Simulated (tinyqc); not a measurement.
Undoped symmetric double-gate MOSFET, analytic potential model: effect of the temperature.

An undoped body of thickness ts between two equal insulators and tied gates; long channel, electrons only, n = ni exp((psi - V)/Vt) with V the quasi-Fermi potential (0 at the source, Vd at the drain), constant mobility, no quantisation. Across the body psi(x) = V - 2 Vt ln[(ts/(2 beta)) sqrt(q ni/(2 eps0 eps_r Vt)) cos(2 beta x/ts)], x from the centre. Q is the electron charge per area of the whole body.

Nc and Nv are given at 293 K and scale as (T/293 K)^1.5; Eg and mu are held fixed. ni = sqrt(Nc Nv) exp(-Eg/(2 Vt)), Eg in volts; r = eps_r tox/(eox ts); V0 = dphi + 2 Vt ln[(2/ts) sqrt(2 eps0 eps_r Vt/(q ni))]. beta (between 0 and pi/2) solves (Vg - V0 - V)/(2 Vt) = ln(beta) - ln(cos beta) + 2 r beta tan(beta). Q = 8 eps0 eps_r Vt beta tan(beta)/ts; I = mu (1/L)(4 eps0 eps_r/ts)(2 Vt)^2 [g(beta_s) - g(beta_d)] per width, g = beta tan(beta) - beta^2/2 + r beta^2 tan^2(beta), with beta_s at V = 0 and beta_d at V = Vd.  I(low) is taken at Vg = 0.36 V, Qs and I(high) at Vg = 1.11 V.

Values chosen for this exercise; material values close to those of silicon: band gap Eg = 1.1 eV; relative permittivity of the semiconductor eps_r = 11.6; conduction-band density of states at the reference temperature Nc = 2.73e19 cm^-3; valence-band density of states at the reference temperature Nv = 2.56e19 cm^-3; relative permittivity of the gate insulator eox = 7.43; insulator thickness tox = 4 nm; body thickness ts = 12 nm; gate work function less that of the intrinsic body dphi = 0.15 V; channel mobility mu = 140 cm^2/(V s); gate length L = 0.1 um; drain voltage Vd = 1 V.

Constants: q = 1.602176634e-19 C, kB = 1.380649e-23 J/K, Vt = kB T/q, eps0 = 8.8541878128e-14 F/cm where lengths are in cm. Results are converted to the units shown.

Results:
```
T (K)  V0 (V)  I(low) (nA/um)  Qs(high) (nC/cm^2)  I(high) (uA/um)
220    0.6386        0.001428                1265            400.8
250    0.6289         0.01691                1275            414.1
310    0.6089          0.6140                1300            444.0
340    0.5988           2.377                1315            460.6
370    0.5885           7.520                1331            478.1
400    0.5781           20.30                1348            496.6
430    0.5676           48.29                1366            515.9
```

Estimate the missing row, T = 280 K.

Computed row:
```
T (K)  V0 (V)  I(low) (nA/um)  Qs(high) (nC/cm^2)  I(high) (uA/um)
280    0.6190          0.1217                1287            428.5
```

With this row back in the table: As T goes from 220 to 430 K, I(low) rises from 0.00143 to 48.3 nA/um and I(high) rises from 401 to 516 uA/um. V0 falls from 0.639 to 0.568 V. In every row the surface density at the source at the higher gate voltage passes 0.3 Nc, where Boltzmann statistics fail. In every row mu V/L at the higher gate voltage, with V the smaller of Vd and Vg - V0, passes 3e6 cm/s, so velocity saturation would lower the current. In every row the mobility is held fixed, though a real one changes with T.

tinyqc, about 0.02 s, one thread, Intel Xeon 2.30GHz (shared host): `OMP_NUM_THREADS=1 python tinyqc.py 2440135 2440136 out.jsonl`
